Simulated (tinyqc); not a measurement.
Inside a calculation. Method: Hueckel theory of the pi electrons, for the molecule [CH2+]c1ccccc1 (SMILES; centres numbered as the heavy atoms are written). One step of it, computed by the program tinyqc.

Problem. Energy, charges, bond orders. E = sum n x; q_r = z_r - P_rr; bond order p = P_rs; free valence = sqrt(3) - sum of p over the bonds of the atom.

x values: 2.101003  1.259280  1.000000  0.000000  -1.000000  -1.259280  -2.101003

occupations: 2.000000  2.000000  2.000000  0.000000  0.000000  0.000000  0.000000

charge and bond-order matrix P:
```
,1C,2C,3C,4C,5C,6C,7C
1C,0.428571,0.635034,0.285714,-0.112480,-0.285714,-0.112480,0.285714
2C,0.635034,1.000000,0.522554,0.000000,-0.224960,0.000000,0.522554
3C,0.285714,0.522554,0.857143,0.705037,0.142857,-0.294963,-0.142857
4C,-0.112480,0.000000,0.705037,1.000000,0.635034,0.000000,-0.294963
5C,-0.285714,-0.224960,0.142857,0.635034,0.857143,0.635034,0.142857
6C,-0.112480,0.000000,-0.294963,0.000000,0.635034,1.000000,0.705037
7C,0.285714,0.522554,-0.142857,-0.294963,0.142857,0.705037,0.857143
```

Centres:
```
centre,"z_r, pi electrons of the neutral centre",h
1C,1,0.000000
2C,1,0.000000
3C,1,0.000000
4C,1,0.000000
5C,1,0.000000
6C,1,0.000000
7C,1,0.000000
```

Bonds:
```
i,j,k
1,2,1
2,3,1
3,4,1
4,5,1
5,6,1
6,7,1
7,2,1
```

Give: pi energy = 6 alpha + this times beta; pi charges; Bond orders and lengths from R = 1.517 - 0.180 p; free valence of the carbons; gap between the highest filled and the next level.

Solution.

pi energy = 6 alpha + this times beta = 8.7206

pi charges: 1C 0.5714, 2C 0.0000, 3C 0.1429, 4C 0.0000, 5C 0.1429, 6C 0.0000, 7C 0.1429

Bond orders and lengths from R = 1.517 - 0.180 p (angstrom, C-C alone):
```
bond,p,R
1-2,0.6350,1.4027
2-3,0.5226,1.4229
3-4,0.7050,1.3901
4-5,0.6350,1.4027
5-6,0.6350,1.4027
6-7,0.7050,1.3901
7-2,0.5226,1.4229
```

free valence of the carbons: 1C 1.0970, 2C 0.0519, 3C 0.5045, 4C 0.3920, 5C 0.4620, 6C 0.3920, 7C 0.5045

gap between the highest filled and the next level = 1.0000 |beta|
